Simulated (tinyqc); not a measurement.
Inside a calculation: deep level with several charge states, and Shockley-Read-Hall recombination. Values are carried at full precision from step to step, so a last printed digit may differ when a step is redone from the rounded ones.

Energies from Ev. The defect has charge states +1, 0, -1 with weights 1, gm exp((EF - E1)/kT), exp((2 EF - E1 - E2)/kT); the shares are the weights over their sum. Boltzmann carriers: n = Nc exp((EF - Eg)/kT), p = Nv exp(-EF/kT). Neutrality: p - n + Nd + Nt <q> = 0.

Constants: kB = 8.617333262e-05 eV/K.

Inputs chosen for the exercise (gap and densities of states near those of Si at this temperature; not measured data):
- Eg = 1.08 eV (gap)
- Nc = 5.01e+19 1/cm^3 (conduction-band density of states)
- Nv = 2.06e+19 1/cm^3 (valence-band density of states)
- T = 450 K
- E1 = 0.328 eV (level (+1/0) above Ev)
- E2 = 0.748 eV (level (0/-1) above Ev)
- gm = 2 (degeneracy of the middle state, the others 1)
- Nt = 4e+13 1/cm^3 (defects)
- Nd = 6.4e+12 1/cm^3 (ionised shallow donors minus acceptors)
- E_try = 0.914 eV (trial Fermi level)
- Et = 0.748 eV (recombination level above Ev)
- sn = 4.2e-16 cm^2 (electron capture cross-section)
- sp_ = 1.2e-15 cm^2 (hole capture cross-section)
- vth = 26000000 cm/s (thermal velocity, both carriers)
- Nm = 7.9e+14 1/cm^3 (equilibrium electrons for the lifetime steps)
- dn = 9.2e+14 1/cm^3 (excess pairs)

## Charge states at a trial Fermi level

Form the exponents, the shares, the mean charge and the residual of neutrality at EF = E_try.

exponents of the second and third weights: [15.112, 19.392]

shares: +1 0.0000, 0 0.0269, -1 0.9731

<q> = -0.9731

n, p (1/cm^3): [6.93e+17, 1.20e+09]

residual = -6.93e+17 1/cm^3

The residual is negative, so EF must fall.

## The neutral state

Solve for EF.

EF = 0.5271 eV

shares at EF: +1 0.003, 0 0.995, -1 0.002

n = 3.22e+13 1/cm^3
p = 2.57e+13 1/cm^3

Without the defects the majority density would be 3.22e+13 1/cm^3; with them the density of these carriers is 3.22e+13, nearly the same. Most defects are in the state 0.

## Recombination through one level

One level at Et with degeneracy 1: tn = 1/(sn vth Nt), tp = 1/(sp_ vth Nt), n1 = Nc exp((Et - Eg)/kT), p1 = Nv exp(-Et/kT), ni^2 = n1 p1. Equilibrium n0 = Nm, p0 = ni^2/Nm; n = n0 + dn, p = p0 + dn. U = (n p - ni^2)/(tp (n + n1) + tn (p + p1)), lifetime dn/U; emission rates en = sn vth n1, ep = sp_ vth p1.

Evaluate each quantity.

tn, tp (microsecond): [2.289, 0.8013]

n1, p1 (1/cm^3): [9.59e+15, 8.64e+10]

U = 1.41e+20 1/(cm^3 s)
lifetime = 6.52 microsecond

The lifetime is 8.139 times the minority capture time tp and 2.11 times tn + tp, the limit of high injection.

## Emission and generation in a depleted region

With n = p = 0 the level generates pairs at G = Nt en ep/(en + ep); generation lifetime tg = ni/G; current density e G W for a width W = 1 micrometre, e = 1.602176634e-19 C.

en, ep (1/s): [1.05e+08, 2.70e+03]

G = 1.08e+17 1/(cm^3 s)
tg = 267 microsecond
current density = 1.73e-06 A/cm^2

The slower step, hole emission, limits the rate: en/ep = 3.88e+04.

## Checks

- U against hole capture minus emission at the steady occupation of the level (1/(cm^3 s)): both 1.411e+20.

Program tinyqc; command `OMP_NUM_THREADS=1 python tinyqc.py 1680591 1680592 out.jsonl`; about 0.01 s on one thread of a shared Intel(R) Xeon(R) Processor @ 2.30GHz.
